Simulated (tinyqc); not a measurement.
Inside a calculation: band edges of strained Si(1-x)Ge(x) on relaxed Si(1-y)Ge(y). Values are carried at full precision from step to step, so a last printed digit may differ when a step is redone from the rounded ones.

Values are linear in the Ge fraction but for ED(x) = linear - CD x (1 - x) and a(x) = linear - Ca x (1 - x). Energies are on the common scale of Ev.

Inputs chosen for the exercise (end members near Si and Ge, in this order; not measured data):
- a = (5.425, 5.653) angstrom (lattice constant)
- Dso = (0.044, 0.29) eV (spin-orbit splitting)
- av = (2.44, 1.23) eV (valence hydrostatic potential)
- b = (-2.1, -2.57) eV (tetragonal shear potential)
- d = (-4.75, -5.23) eV (trigonal shear potential)
- C11 = (168.2, 126.8) GPa
- C12 = (63, 48.3) GPa
- C44 = (79.5, 67.1) GPa
- Ev = (0, 0.71) eV (top of the unstrained valence band)
- ED = (1.14, 0.944) eV (gap to the Delta valleys)
- EL = (2.019, 0.742) eV (gap to the L valleys)
- aD = (1.7, 1.39) eV (hydrostatic potential of the Delta gap)
- aL = (-3.08, -2.7) eV (hydrostatic potential of the L gap)
- XuD = (9.4, 9.69) eV (uniaxial potential, Delta)
- XuL = (15.73, 14.6) eV (uniaxial potential, L)
- CD = 0.236 eV (bowing of the Delta gap)
- Ca = 0 angstrom (bowing of the lattice constant)
- x = 0.57 (Ge fraction of the layer)
- y = 0 (Ge fraction of the relaxed buffer)
- face = 001 (growth face)

## Values of the layer and the buffer

Interpolate at x and at y.

Interpolated values (a in angstrom, C11, C12, C44 in GPa, all else in eV):
```
symbol     layer    buffer
a         5.5550    5.4250
Dso       0.1842    0.0440
av        1.7503    2.4400
b        -2.3679   -2.1000
d        -5.0236   -4.7500
C11     144.6020  168.2000
C12      54.6210   63.0000
C44      72.4320   79.5000
Ev        0.4047    0.0000
ED        0.9704    1.1400
EL        1.2911    2.0190
aD        1.5233    1.7000
aL       -2.8634   -3.0800
XuD       9.5653    9.4000
XuL      15.0859   15.7300
```

## Strain of the layer on a (001) buffer

Coherent growth on a (001) face: e_par = (a(y) - a(x))/a(x), e_perp = -2 (C12/C11) e_par; exx = eyy = e_par, ezz = e_perp, no shear.

Use the elastic constants of the layer.

e_par = -0.023395
e_perp = 0.017674

strain tensor in the cubic axes:
```
           x          y         z
x  -0.023395   0.000000  0.000000
y   0.000000  -0.023395  0.000000
z   0.000000   0.000000  0.017674
```

The layer is under compression in the plane; its volume changes by -2.912 %.

## Conduction valleys of the layer

A valley with unit axis u lies at Ev + gap + (av + a_valley) tr(e) + Xu (u.e.u - tr(e)/3); the Delta axes are x, y, z and the L axes [111], [1-1-1], [-11-1], [-1-11]. The second-order shift of the Delta valleys under shear is left out; it lowers the pair normal to the sheared plane by tens of meV at a shear of 1 %.

Give the hydrostatic shifts, the uniaxial shifts and the edges.

hydrostatic shifts of Delta and L (eV): -0.0953  0.0324

uniaxial shifts (eV): Delta x -0.1309, Delta y -0.1309, Delta z 0.2619, L [111] 0.0000, L [1-1-1] 0.0000, L [-11-1] 0.0000, L [-1-11] 0.0000

valley edges (eV): Delta x 1.1489, Delta y 1.1489, Delta z 1.5417, L [111] 1.7282, L [1-1-1] 1.7282, L [-11-1] 1.7282, L [-1-11] 1.7282

The lowest set is Delta4 (the digit counts whole valleys) at 1.1489 eV; the Delta valleys spread over 393 meV and the L valleys over 0 meV.

## Valence edges of the layer

Valence edges: Ev plus the levels of the 6 x 6 matrix of X, Y, Z times spin with -Dso/3 + l exx + m (eyy + ezz) on the diagonal (cyclic), n exy off it, l = av + 2 b, m = av - b, n = sqrt(3) d. Spin-orbit term (Dso/3) L.sigma on X, Y, Z with (L_k)_ij = -i epsilon_kij: <X+|H|Y+> = -i Dso/3, <X+|H|Z-> = Dso/3, <Y+|H|Z-> = -i Dso/3, <Z+|H|X-> = -Dso/3, <Z+|H|Y-> = i Dso/3, <X-|H|Y-> = i Dso/3, and their conjugates; + and - are the spin along z.

Give the strain block and the three twofold edges.

strain block (eV):
```
        X       Y        Z
X  0.0463       0        0
Y       0  0.0463        0
Z       0       0  -0.2455
```

edges from the top (eV): 0.4510  0.3572  0.0688

The top two edges are split by 94 meV.

## Gap and offsets against the buffer

Buffer: Ev(y) and Ec = Ev(y) + min(ED, EL). dEc = Ec(buffer) - Ec(layer), dEv = Ev(layer) - Ev(buffer); positive values confine the carrier in the layer; type I if both have one sign.

gap of the strained layer = 0.6979 eV
gap of the buffer = 1.1400 eV
dEc = -0.0089 eV
dEv = 0.4510 eV

Type II: electrons collect in the buffer (9 meV) and holes in the layer (451 meV). The relaxed layer would have a gap of 0.970 eV, so strain has moved it by -273 meV. An offset this small is within the spread of published parameter sets, so the type is not settled by this model.

## Checks

- Mean of the three Delta edges against the hydrostatic shift alone (eV): both 1.27982.

tinyqc: `OMP_NUM_THREADS=1 python tinyqc.py 1050694 1050695 out.jsonl`; about 0.01 s, one thread, shared Intel(R) Xeon(R) Processor @ 2.30GHz.
